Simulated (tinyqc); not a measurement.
Worked calculation: Frenkel-Kontorova chain: a misfit dislocation (kink) in a monolayer on a periodic substrate. Computed by tinyqc, a small Python program that keeps every step. Command: `OMP_NUM_THREADS=1 python tinyqc.py 3027874 3027875 out.jsonl fkchain walk`. One thread of a shared host (Intel(R) Xeon(R) Processor @ 2.30GHz), about 0.03 s of CPU time with the checks. Intermediate numbers are printed to about 7 digits and carried at full precision; extremes and crossings named in words are read from the listed rows.

E = sum_j [(k/2)(x_(j+1) - x_j - b)^2 + (W/2)(1 - cos(2 pi x_j/a))], x_j = a (j + u_j). A kink takes u from 0 to 1: the chain is stretched by one period and has one atom fewer than wells.

Inputs (values chosen for the exercise, for a model overlayer):
```
quantity              value           unit
spring constant k      4.89  eV/angstrom^2
substrate period a      2.7       angstrom
corrugation W          3.31             eV
misfit f = (b - a)/a   0.17              -
atoms on each side n     10              -
atomic mass M           142              u
```

Relaxation: Newton steps.

Constants: nu for 1 eV/(angstrom^2 u) = 15.6333042 THz.

## Continuum limit

l0 = sqrt(k a^2/(2 W)); kink u(j) = (2/pi) arctan exp(pi j/l0); kink energy at f = 0: E0 = (4/pi) W l0; with misfit E0 - k a^2 f; kinks become favourable at f_c = 2/(pi l0), and a coherent chain with free ends loses stability at f_m = 1/l0. Lowest vibration of the flat chain: nu0 = 15.6333042 THz x sqrt(2 pi^2 W/(a^2 M)).

kink width l0 = 2.320541

kink energy E0 = 9.779740 eV

kink energy with misfit = 3.719563 eV

critical misfit f_c = 0.2743411

limit f_m = 0.4309340

gap frequency nu0 = 3.927550 THz

f < f_c: the layer stays in register. Caution: a corrugation above 1 eV is larger than real overlayers usually show; it is chosen to keep the kink narrow. Caution: for l0 below about 3 the kink spans few atoms, and the continuum kink energy is off by about 2 per cent or more.

## Start between two atoms

Discrete chain at f = 0, ends held at u = 0 and 1: E = (k a^2/2) sum (u_(j+1) - u_j)^2 + (W/2) sum (1 - cos 2 pi u_j), gradient g_j = k a^2 (2 u_j - u_(j-1) - u_(j+1)) + pi W sin(2 pi u_j), Hessian 2 k a^2 + 2 pi^2 W cos(2 pi u_j) on the diagonal and -k a^2 beside it. Free atoms j = -n..n-1 start from the continuum shape centred half-way, at j + 1/2.

u at the start: 0.0000017  0.0000064  0.0000248  0.0000960  0.0003716  0.0014391  0.0055721  0.0215687  0.0830751  0.2993222  0.7006778  0.9169249  0.9784313  0.9944279  0.9985609  0.9996284  0.9999040  0.9999752  0.9999936  0.9999983

E at the start = 9.475575 eV

gradient (eV): -0.000002  -0.000068  -0.000263  -0.001018  -0.003943  -0.015264  -0.058917  -0.217423  -0.331495  3.304553  -3.304553  0.331495  0.217423  0.058917  0.015264  0.003943  0.001018  0.000263  0.000068  0.000002

## Relaxation

Start as above (continuum shape at j + 1/2, j = -n..n-1, l0 = sqrt(k a^2/(2 W))). u(new) = u - H^-1 g; stop when the largest gradient is below 1e-9 eV.

Course:
```
step    E (eV)  largest gradient (eV)
1     9.475575           3.304553e+00
2     9.350480           3.485864e-01
3     9.349149           2.907240e-03
4     9.349149           2.116038e-07
5     9.349149                      0
```

relaxed u: 0.0000027  0.0000105  0.0000374  0.0001330  0.0004725  0.0016779  0.0059587  0.0211580  0.0750223  0.2613536  0.7386464  0.9249777  0.9788420  0.9940413  0.9983221  0.9995275  0.9998670  0.9999626  0.9999895  0.9999973

energy, centre between atoms = 9.349149 eV

last gradient = 0 eV

Converged; the discrete energy is 0.9560 of the continuum value, which puts the discrete f_c = E/(k a^2) at 0.2623.

## Peierls barrier

Repeat by Newton steps with an atom at the centre (j = -n..n, u_0 = 1/2). Barrier = difference of the two energies; the lowest Hessian eigenvalue tells minimum from saddle.

energy, centre on an atom = 9.616307 eV

Peierls barrier = 267.1583 meV

lowest eigenvalue, between atoms = 18.19559 eV

lowest eigenvalue, on an atom = -15.96984 eV

The atom-centred kink, with an atom on top of the corrugation, is a saddle and the other a minimum. The barrier is 8.1 % of W, what one atom alone would climb.

## Kink density above f_c

Frank and van der Merwe: the modulus q solves f = 2 E(q)/(pi l0 q), and the kinks per atom are pi/(2 l0 q K(q)), with the complete elliptic integrals K and E; strain left = f - density (for f above f_c = 2/(pi l0)).

Continuum ground state:
```
f               q  kinks per atom  strain left
0.2757  0.9990103       0.1505490    0.1251510
0.2798  0.9953113       0.1824009    0.0973991
0.2881  0.9866411       0.2133539    0.0747461
0.3018  0.9707053       0.2456079    0.0561921
0.3292  0.9362279       0.2916208    0.0375792
0.3841  0.8654431       0.3629967    0.0211033
0.4664  0.7673153       0.4552904    0.0111096
0.6036  0.6352683       0.5986230    0.0049770
```

0.50 % above f_c the density is already 0.55 of f: kinks repel only exponentially, so they flood in, as 1/|ln(f - f_c)|. At 2.2 f_c they take up 99.2 % of the misfit and the layer floats nearly free.

Checks made by the program: energy against a quasi-Newton minimiser (relative difference below 1e-10).
